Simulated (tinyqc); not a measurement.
# Changing the time step dt

Model: finite-difference solution of the diffusion equation on a small grid. Computed by tinyqc, a small Python program. Command: `OMP_NUM_THREADS=1 python tinyqc.py 3026257 3026258 out.jsonl fdiff sweep`. One thread of a shared host (Intel(R) Xeon(R) Processor @ 2.30GHz), about 0.01 s of CPU time with the checks.

dC/dt = D d2C/dx2 on nodes x_j = j dx, j = 0..8; the far end is sealed.

Inputs (values chosen for the exercise): diffusivity D = 1 nm^2/s; grid spacing dx = 5 nm; final time t_f = 105 s.

Boundary at x = 0: sealed surface. Scheme: explicit.

start values C_j, j = 0, 1, ... (% of a reference): 55.4  100  67.2  27.1  2.27  0  0  0  0

Method:
- The operator M acts as (M C)_j = C_(j-1) - 2 C_j + C_(j+1); at the sealed far end a mirror node gives 2 C_(N-2) - 2 C_(N-1); at j = 0, a mirror node gives 2 C_1 - 2 C_0.
- r = D dt/dx^2.
- With r = D dt/dx^2: (1 - theta r M) C(new) = (1 + (1 - theta) r M) C(old); theta = 0 explicit, 1 implicit, 1/2 Crank-Nicolson.
- The run takes n = round(t_f/dt) steps of length t_f/n.
- The dose is the trapezoidal sum of C dx; the error is the largest difference from exp(M D t/dx^2) C(0), the exact time evolution on the same grid.

One run for each value:
```
time step dt (s)  largest error at t_f (%)  mesh ratio r  final C_4 (%)  final dose (% nm)
0.410156                            0.0374        0.0164          26.41            1121.35
0.820312                            0.0750        0.0328          26.43            1121.35
1.640620                            0.1504        0.0656          26.47            1121.35
3.281250                            0.3024        0.1313          26.55            1121.35
6.562500                            0.6108        0.2625          26.70            1121.35
```

Over the rows, largest error at t_f (%) rises from 0.0374 to 0.611 (exponent d ln y / d ln x about 1.0 throughout). The exponent of largest error at t_f stays between 1.00 and 1.01, near 1: first order in the step.

Extremes, crossings and ranges named in words are read from the listed rows.
